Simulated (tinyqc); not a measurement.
Comparisons within one model: propagation of a band-gap error through k.p and effective-mass formulas. A value that a table varies takes the place of the one given here.

Chain, for a gap E (the reference Eg or another value), with Ep and Dso kept: 1/me = 1 + Ep (E + 2 Dso/3)/(E (E + Dso)); g* = 2 - 2 Ep Dso/(3 E (E + Dso)); g1(E) = g1 + (Ep/3)(1/E - 1/Eg), g2(E) = g2 + (Ep/6)(1/E - 1/Eg), light hole 1/(g1 + 2 g2), heavy hole 1/(g1 - 2 g2) along [100]; optical constant ei(E) = 1 + (ei - 1)(EP/(EP + E - Eg))^2, static e0(E) = ei(E) + e0 - ei.

Donor: R = Ry me/e0^2, a_B = a0 e0/me, Mott density (0.26/a_B)^3. Nc, Nv = 2 (m kT/(4 pi c))^(3/2), c = hbar^2/2m0, ni = sqrt(Nc Nv) exp(-E/2kT). Exciton: Ry mu/e0^2 with 1/mu = 1/me + g1(E). 1 angstrom^-3 = 1e24 cm^-3.

Constants: Ry = 13.60569312 eV; a0 (Bohr radius) = 0.5291772105 angstrom; kB = 8.617333262e-05 eV/K; hbar^2/2m0 = 3.80998211 eV angstrom^2.

Parameters, chosen for this exercise (reference values near those of ZnSe, gap at low temperature; not measured data): Eg = 2.863 eV (gap at Gamma to the s-like level); Dso = 0.396 eV (spin-orbit splitting); Ep = 23.9 eV (Kane energy); g1 = 3.77 (Luttinger gamma1); g2 = 1.24 (gamma2); e0 = 8.83 (static dielectric constant); ei = 5.89 (optical dielectric constant); EP = 6.79 eV (mean (Penn) gap); mh = 0.5 m0 (density-of-states mass of the holes); T = 77 K (temperature); Eg2 = 3.149 eV (a wrong gap, of the size a hybrid functional can give).

## The size of the error

E = f Eg; ratios against f = 1.

Results:
```
f     E (eV)  me ratio  light-hole ratio  e0 ratio  donor ratio  Mott ratio      g*  log10 ni ratio
0.25   0.716     0.296             0.272     1.631        0.111     0.00599  -5.929           69.87
0.40   1.145     0.449             0.428     1.439        0.217      0.0303  -1.575           55.96
0.60   1.718     0.642             0.627     1.247        0.412       0.136   0.262           37.33
0.80   2.290     0.825             0.818     1.107        0.674       0.414   0.975           18.68
1.00   2.863     1.000             1.000     1.000        1.000        1.00   1.324            0.00
1.20   3.436     1.168             1.174     0.917        1.388        2.06   1.521          -18.69
1.50   4.295     1.406             1.422     0.824        2.071        4.97   1.687          -46.74
2.00   5.726     1.772             1.803     0.720        3.417        14.9   1.820          -93.51
```

How do the results move?

Between f = 0.8 and 1.2 the mean powers d ln(ratio)/d ln f are 0.86 for me, 0.89 for the light hole, -0.46 for e0, 1.78 for the donor energy and 3.96 for the Mott density; ni moves by -3.26 decades per 0.1 eV, against -0.1 eV/(2 kT ln 10) = -3.27 from the exponential alone, the rest coming from Nc through me^(3/4). g* changes sign between f = 0.40 and 0.60; the place of this zero hangs on remote bands, which are left out.

## What each input does

All at E = Eg2. Each row changes one parameter from the base and keeps the others.

Results:
```
case            me (m0)  light hole (m0)    e0  donor (meV)  exciton (meV)  log10 ni
base             0.1204           0.1741  8.44       22.978         16.143   -85.455
Eg2 = 3.401 eV   0.1285           0.1862  8.14       26.394         18.485   -93.681
Dso = 0.428 eV   0.1207           0.1741  8.44       23.034         16.170   -85.455
Ep = 21.988 eV   0.1295           0.1729  8.44       24.717         16.952   -85.432
g1 = 4.072       0.1204           0.1654  8.44       22.978         15.741   -85.455
EP = 6.247 eV    0.1204           0.1741  8.41       23.150         16.264   -85.455
ei = 6.361       0.1204           0.1741  8.41       23.182         16.286   -85.455
mh = 0.54 m0     0.1204           0.1741  8.44       22.978         16.143   -85.430
T = 70.84 K      0.1204           0.1741  8.44       22.978         16.143   -94.471
```

What can be read from the table?

The largest shifts from the base row, up to three for each result and ties (the steps differ in size, so this ranks the rows, not the parameters). me (m0): Ep +0.0091, Eg2 +0.0081, Dso +0.0003; unchanged at the printed digits by g1, EP, ei, mh and T. light hole (m0): Eg2 +0.0122, g1 -0.0087, Ep -0.0012; unchanged at the printed digits by Dso, EP, ei, mh and T. e0: Eg2 -0.30, ei -0.04, EP -0.03; unchanged at the printed digits by Dso, Ep, g1, mh and T. donor (meV): Eg2 +3.416, Ep +1.739, ei +0.204; unchanged at the printed digits by g1, mh and T. exciton (meV): Eg2 +2.342, Ep +0.809, g1 -0.402; unchanged at the printed digits by mh and T. log10 ni: T -9.016, Eg2 -8.226, mh +0.025; unchanged at the printed digits by Dso, g1, EP and ei.

tinyqc: `OMP_NUM_THREADS=1 python tinyqc.py 1851268 1851269 out.jsonl`; about 0.01 s, one thread, shared Intel(R) Xeon(R) Processor @ 2.30GHz.
